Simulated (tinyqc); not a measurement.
Through the transition: BHZ model on a square lattice (one spin block).

h(k) = e0 + d.s with s the Pauli matrices in the basis (E, H), k in units of 1/a: dx = (A/a) sin kx, dy = (A/a) sin ky, dz = M - (2B/a^2)(2 - cos kx - cos ky), e0 = -(2D/a^2)(2 - cos kx - cos ky). The other spin block is h*(-k). For small k this is the continuum model with dz = M - B k^2.

Inputs chosen for the exercise (of the size used for HgTe wells; not measured data):
- A = 3.45 eV angstrom
- B = -75.4 eV angstrom^2
- D = -54.7 eV angstrom^2
- a = 30 angstrom (grid spacing)

M is varied. Direct gap at Gamma 2|M|; smallest direct gap on kx = 0 to 1 in steps of 0.01; nu = 1 for M/B > 0, else 0; middle gap of a ribbon of 40 rows at kx = 0 (block (A/a) sy/(2i) + (B/a^2) sz + D/a^2 between rows, hard walls).

Against M (meV):
```
M    2|M|  smallest direct gap  nu  ribbon gap
-40  80.0                80.00   1       0.001
-25  50.0                50.00   1       0.067
-15  30.0                30.00   1       0.641
-8   16.0                16.00   1       2.474
-3    6.0                 6.00   1       5.830
3     6.0                 6.00   0      13.263
8    16.0                16.00   0      21.425
15   30.0                30.00   0      34.105
30   60.0                60.00   0      62.888
```

With B < 0, negative M is inverted. There edge states cross the bulk gap: the ribbon gap is 0.067 against 50.0 meV at M = -25 meV, and 5.830 against 6.0 at -3 meV, while for positive M confinement raises it above 2|M| (34.10 against 30 meV at M = 15 meV). The smallest direct gap stays at Gamma on all rows.

(tinyqc, `OMP_NUM_THREADS=1 python tinyqc.py 1481092 1481093 out.jsonl`, Intel(R) Xeon(R) Processor @ 2.30GHz, 1 thread, shared host, about 0.09 s.)
